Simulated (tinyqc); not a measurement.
Length of a polyene: Hueckel, PPP and singles CI along the polyenes. Computed by the program tinyqc. Hueckel uses the same beta without repulsion; CIS keeps all single excitations and so misses the low, doubly excited 2Ag state. W is the valence ionisation energy of a centre, MN the Mataga-Nishimoto formula, f the oscillator strength.

All-trans chains of carbon centres 1.40 angstrom apart:
```
parameter                               value
beta (eV), times 1 +/- alternation  -2.190000
alternation                          0.050000
W (eV)                              11.160000
gamma_rr (eV)                        9.940000
repulsion formula                          MN
```

Gaps and excitations (eV):
```
centres  Hueckel gap  PPP orbital gap  bright singlet (CIS)      f  lowest triplet (CIS)
2              4.599            9.654                 7.042  0.604                 2.156
6              2.224            6.392                 4.052  1.385                 0.988
8              1.803            5.735                 3.483  1.765                 0.791
10             1.533            5.300                 3.106  2.122                 0.670
12             1.346            4.994                 2.839  2.457                 0.591
14             1.209            4.768                 2.642  2.776                 0.536
```

Estimate the missing row, centres = 4.

Computed row:
```
centres  Hueckel gap  PPP orbital gap  bright singlet (CIS)      f  lowest triplet (CIS)
4              2.967            7.484                 5.014  0.983                 1.351
```

The Hueckel gap tends to 4 x alternation x |beta| = 0.44 eV for long chains. Exchange opens the PPP orbital gap, and the attraction of electron and hole brings the bright state 2.13 eV below it at 14 centres; the triplet lies 2.11 eV lower still.
